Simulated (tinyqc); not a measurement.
Phonon transmission through an interface between two chains by Green functions: one step, computed by the program tinyqc. Command: `OMP_NUM_THREADS=1 python tinyqc.py 3023404 3023405 out.jsonl agf walk`. One thread of a shared host (Intel(R) Xeon(R) Processor @ 2.30GHz), about 0.01 s of CPU time with the checks.

Two semi-infinite chains (masses m_1, m_2; springs k_1, k_2), motion along the chain. The central region holds the end atom of each chain and one interlayer atom of mass m_b, joined by springs k_b. lambda = omega^2 in eV/(angstrom^2 u); nu = 15.6333042 THz x sqrt(lambda).

Task: Self-energies and the matrix at the probe frequency. In chain i, sin(q_i a/2) = nu/nu_max,i. An outgoing wave makes the next atom move as exp(i q_i a) times the end atom, so the lead adds the self-energy Sigma_i = -k_i exp(i q_i a) to the force-constant matrix; Gamma_i = -2 Im Sigma_i = 2 k_i sin(q_i a). A = lambda M - K - Sigma over the central atoms, with K_ii the sum of the springs at i, K_(i,i+1) = -k_b; G = inverse of A; transmission = Gamma_1 Gamma_2 |G_(first,last)|^2.

Inputs (values chosen for the exercise, for two model chains):
```
quantity,value,unit
mass m_1,22.6,u
spring k_1,8.28,eV/angstrom^2
mass m_2,42.3,u
spring k_2,15,eV/angstrom^2
junction spring k_b,6.46,eV/angstrom^2
interlayer mass m_b,56.6,u
```

Atoms in the interlayer: one.

probe frequency = 9.495687 THz

band top of chain 1 = 18.92525 THz

band top of chain 2 = 18.61899 THz

Constants: nu for 1 eV/(angstrom^2 u) = 15.6333042 THz.

Give: q_1 a; q_2 a; Gamma_1; Gamma_2; A (complex symmetric).

Result:

q_1 a = 1.051 rad

q_2 a = 1.070 rad

Gamma_1 = 14.37 eV/angstrom^2

Gamma_2 = 26.32 eV/angstrom^2

A (complex symmetric) (eV/angstrom^2):
```
,end of 1,layer 1,end of 2
end of 1,-2.29+7.19i,6.46,0.00
layer 1,6.46,7.96,6.46
end of 2,0.00,6.46,1.34+13.16i
```
